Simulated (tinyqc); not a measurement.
# Worked calculation: quarter-wave Bragg mirror and the threshold of a vertical cavity

Program tinyqc, `OMP_NUM_THREADS=1 python tinyqc.py 2650103 2650104 out.jsonl`; Intel Xeon 2.30GHz, shared host, one thread, about 0.01 s. Printed values are rounded.

N pairs of lossless layers, each a quarter wave thick at lam, in the order nH, nL from the incident medium n0 to the exit medium ns; normal incidence, no dispersion. At wavelength lam + dw each layer has the phase d = (pi/2) lam/(lam + dw) and the matrix [[cos d, i sin d/n], [i n sin d, cos d]].

Parameters, values chosen for the exercise; indices close to those of silicon and silicon dioxide: design wavelength lam = 1550 nm; high index nH = 3.498; low index nL = 1.442; number of pairs N = 3; index of the incident medium n0 = 1; index of the exit medium ns = 1.5; detuning of the light dw = 22 nm.

## Thicknesses, peak reflectance and stop band

At the design wavelength Y = ns (nH/nL)^(2 N), T0 = 4 n0 Y/(n0 + Y)^2; stop band, to first order in its width, (4 lam/pi) arcsin((nH - nL)/(nH + nL)); layer thicknesses lam/(4 n).

thickness of the high-index layer = 110.778 nm
thickness of the low-index layer = 268.724 nm
Y = 305.646
T0 = 1.30018 %
stop band = 847.146 nm

Each further pair divides T0 by about (nH/nL)^2 = 5.88.

## Matrix of one pair

The product of the two layer matrices in the order met by the light.

M of one pair:
```
                   1                  2
1  -0.41155+0.00000i   0.00000+0.02152i
2   0.00000+0.10856i  -2.42414+0.00000i
```

## Matrix of the stack

M = (M of one pair)^N.

M:
```
                 1                 2
1  -0.0621+0.0000i    0.0000+0.1515i
2   0.0000+0.7644i  -14.2331+0.0000i
```

## Reflection at the detuned wavelength

B = M11 + M12 ns, C = M21 + M22 ns; r = (n0 B - C)/(n0 B + C), T = 4 n0 ns/|n0 B + C|^2, R = |r|^2 = 1 - T.

r = -0.993229-0.020919i
T = 1.30592 %
phase of r against its value at dw = 0 = 0.0210586 rad

T is 1.00 times its value at the design wavelength.
